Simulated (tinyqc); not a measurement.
Effective-mass impurity with a central-cell term, in a basis of Slater functions: one step, computed by the program tinyqc. Command: `OMP_NUM_THREADS=1 python tinyqc.py 3025183 3025184 out.jsonl centralcell walk`. One thread of a shared host (Intel(R) Xeon(R) Processor @ 2.30GHz), about 0.01 s of CPU time with the checks.

The envelope obeys H = -nabla^2 - (2/r) [Z + A exp(-kappa r)] in effective units, with kappa = a*/lambda; positive A deepens the well near the core.

Question. Generalised eigenproblem. (T + V + W) c = E S c with c^T S c = 1 and the largest component positive.

Impurity: donor, one isotropic band.

kinetic T (Ry*):
```
           1          2          3          4
1     0.2809  0.5516891  0.5386467  0.3728920
2  0.5516891   2.699449   5.301732   5.176395
3  0.5386467   5.301732   25.94170   50.94965
4  0.3728920   5.176395   50.94965   249.2998
```

Coulomb V (Ry*):
```
            1          2          3           4
1       -1.06  -1.376704  -1.122071  -0.7271866
2   -1.376704     -3.286  -4.267783   -3.478419
3   -1.122071  -4.267783   -10.1866   -13.23013
4  -0.7271866  -3.478419  -13.23013   -31.57846
```

central cell W (Ry*):
```
             1            2           3          4
1  -0.01413263  -0.07338044  -0.3456573  -1.267293
2  -0.07338044   -0.3814748   -1.803087  -6.664451
3   -0.3456573    -1.803087   -8.605248  -32.55020
4    -1.267293    -6.664451   -32.55020  -130.3370
```

overlap S:
```
          1         2         3         4
1  1.000000  0.633550  0.199540  0.044560
2  0.633550  1.000000  0.633550  0.199540
3  0.199540  0.633550  1.000000  0.633550
4  0.044560  0.199540  0.633550  1.000000
```

Give: two lowest levels; coefficients of the lowest state; <T>; <W>.

Answer.

two lowest levels (Ry*): -1.283  -0.113

coefficients of the lowest state: 0.2729  0.8050  -0.0170  0.0487

<T> = 2.794 Ry*

<W> = -1.043 Ry*
